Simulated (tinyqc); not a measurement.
Inside a calculation. Model: minority-electron transport through the base of a bipolar transistor (Moll-Ross and Kroemer integrals). Computed by tinyqc, a small Python program that keeps every step. Command: `OMP_NUM_THREADS=1 python tinyqc.py 3028977 3028978 out.jsonl base walk`. One thread of a shared host (Intel(R) Xeon(R) Processor @ 2.30GHz), about 0.01 s of CPU time with the checks. Intermediate numbers are printed to about 7 digits and carried at full precision; extremes and crossings named in words are read from the listed rows.

Low injection, one dimension, x from the emitter edge (0) to the collector edge (W), s = x/W. Recombination is treated as a small correction (valid for tau_B well below tau_n), computed from the stored charge.

Inputs (values chosen for the exercise, modelled on InP):
```
quantity                                     value        unit
intrinsic density n_i at the emitter edge  1.2e+07      1/cm^3
base doping at the emitter edge N_0          3e+18      1/cm^3
base width W                                   370          nm
mu_min                                         840  cm^2/(V s)
mu_max                                        4290  cm^2/(V s)
N_ref                                      2.8e+17      1/cm^3
saturation velocity v_s                          1    1e7 cm/s
electron lifetime tau_n                       0.36          ns
emitter Gummel number G_E                  6.2e+12      s/cm^4
base-emitter voltage V_BE                     0.76           V
temperature T                                  300           K
doping ratio N_0/N(W)                          3.9           -
```

Base doping profile: Gaussian. Gap grading: none. Exit of the base: saturation velocity.

Constants: k_B = 8.617333262e-05 eV/K; e = 1.602176634e-19 C.

## Profile and built-in field

N(x) = N_0 (ratio)^(-s^2); n_i(x) = n_i; D(x) = (k_B T/e) mu, mu = mu_min + (mu_max - mu_min)/(1 + (N/N_ref)^0.7). Field that drives electrons towards the collector, averaged over the base: (k_B T/e) ln[N_0 n_i(W)^2/(N(W) n_i^2)]/W.

Across the base:
```
s      N (1/cm^3)  n_i(x)^2/n_i^2  D (cm^2/s)    y (s/cm^5)
0.0  3.000000e+18               1    35.96350  8.341790e+16
0.2  2.841049e+18               1    36.42565  7.799582e+16
0.4  2.412964e+18               1    37.88425  6.369307e+16
0.6  1.837968e+18               1    40.56093  4.531376e+16
0.8  1.255567e+18               1    44.82918  2.800781e+16
1.0  7.692308e+17               1    51.16325  1.503483e+16
```

drift factor eta (potential drop in k_B T/e) = 1.360977

mean built-in field = 0.9509180 kV/cm

## Collector current and transit time

With y(x) = N n_i^2/(D n_i(x)^2): base Gummel number G_B = int_0^W y dx + N(W) n_i^2/(v_s n_i(W)^2); J_C = e n_i^2 exp(e V_BE/k_B T)/G_B; n(x) = (J_C/e)(n_i(x)^2/(N n_i^2)) [int_x^W y dx + the same exit term]; transit time tau_B = (e/J_C) int n dx; trapezoid rule on 401 even points.

base Gummel number G_B = 2.038678e+12 s/cm^4

collector current density J_C = 6.624642e-05 A/cm^2

base transit time tau_B = 12.72680 ps

share of the exit term in G_B = 3.773185 %

mean velocity W/tau_B = 0.2907252 1e7 cm/s

Plain diffusion with the D of the emitter edge would take W^2/(2D) = 19.0 ps, 1.50 times the result.

## Gain and speed

Emitter-limited gain beta_E = G_E/G_B; recombination-limited gain beta_R = tau_n/tau_B; 1/beta = 1/beta_E + 1/beta_R; f_T from the base alone = 1/(2 pi tau_B).

beta_E = 3.041187

beta_R = 28.28678

current gain beta = 2.745961

f_T from the base alone = 12.50550 GHz

The gain is limited mainly by hole injection into the emitter (90 % of the base current).

## What grading buys

N(x) = N_0 (ratio)^(-s^2); n_i(x)^2 = n_i^2 exp(s dE_g/k_B T); D(x) = (k_B T/e) mu, mu = mu_min + (mu_max - mu_min)/(1 + (N/N_ref)^0.7).

The same base with other gradings:
```
dE_g (meV)  dE_g/k_B T  G_B (s/cm^4)  J_C gain  tau_B (ps)  speed gain
0              0.00000  2.038678e+12  1.000000    12.72680    1.000000
25             0.96704  1.431257e+12  1.424397     9.98084    1.275122
50             1.93409  1.067898e+12  1.909057     8.12294    1.566772
75             2.90113  8.366286e+11  2.436777     6.80844    1.869267
100            3.86817  6.809252e+11  2.993982     5.84132    2.178755
150            5.80226  4.897876e+11  4.162371     4.52952    2.809747
200            7.73635  3.795321e+11  5.371555     3.68989    3.449096
300           11.60452  2.597910e+11  7.847375     2.68603    4.738137
```

At 100 meV J_C rises by a factor 2.99 and the transit is 2.18 times faster; at 300 meV the factors are 7.85 and 4.74. For a uniform base without exit term both tend to be linear in dE_g/k_B T, J_C as x/(1 - exp(-x)) and the speed as x/2. From 200 meV on the mean velocity W/tau_B exceeds v_s, so those speed gains are overstated.

Checks made by the program: Gummel integral against a 60-point Gauss rule (relative difference 5e-08).
